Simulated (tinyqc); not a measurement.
Trap density from the barrier height.

Inverse problem. In a partly depleted grain with all boundary traps filled, 2 N W = Qt and VB = q N W^2/(2 eps0 eps_r). Find Qt, W and the doping at which VB would equal Vt.

Inputs (values chosen for the exercise): temperature T = 250 K; relative permittivity eps_r = 11.7.

Constants: q = 1.602176634e-19 C, kB = 1.380649e-23 J/K, Vt = kB T/q, eps0 = 8.8541878128e-14 F/cm where lengths are in cm. Results are converted to the units shown.

doping = 1.1e18 cm^-3
barrier height = 0.12812110 V

Solution. Eliminating W gives VB = q Qt^2/(8 eps0 eps_r N), which falls as 1/N.

Qt = 2.70e12 cm^-2
W = 12.3 nm
doping for VB = Vt = 6.54e18 cm^-3

Numbers from tinyqc (`OMP_NUM_THREADS=1 python tinyqc.py 2830296 2830297 out.jsonl`; about 0.01 s on one thread of a shared Intel Xeon 2.30GHz).
